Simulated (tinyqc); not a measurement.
Admittance spectroscopy and thermally stimulated current of one trap level in a depletion layer: one step, computed by the program tinyqc.

A Schottky junction on n-type material holds one donor-like electron trap; shallow donors are fully ionised and abrupt depletion edges are assumed.

Problem. Temperature of the peak. N_c = 2 (2 pi m k_B T/h^2)^(3/2), v_th = sqrt(3 k_B T/m), emission rate e_n = sigma v_th N_c exp(-E_t/(k_B T)). Where the level crosses the Fermi level capture equals emission, so the trap follows the signal with the rate 2 e_n; G/omega peaks at omega = 2 e_n (the correction for large N_t/N is left out). Solve 2 e_n(T_p) = 2 pi f.

Inputs (values chosen for the exercise, modelled on n-type GaAs):
```
quantity                         value    unit
density-of-states mass m        0.0683     m_0
shallow doping N               6.7e+15  1/cm^3
trap density N_t               3.4e+15  1/cm^3
trap depth E_t below the band    0.409      eV
capture cross section sigma      1e-16    cm^2
test frequency f                100000      Hz
```

Constants: k_B = 1.380649e-23 J/K; m_0 = 9.1093837015e-31 kg; h = 6.62607015e-34 J s; k_B = 8.617333262e-05 eV/K.

Give: peak temperature T_p; N_c at T_p; e_n at T_p; E_c - E_F = k_B T_p ln(N_c/N).

Solution.

peak temperature T_p = 487.72 K

N_c at T_p = 9.2848e+17 1/cm^3

e_n at T_p = 3.1416e+05 1/s

E_c - E_F = k_B T_p ln(N_c/N) = 0.20726 eV

Caution: N_t/N is not small, so the peak moves away from omega = 2 e_n.
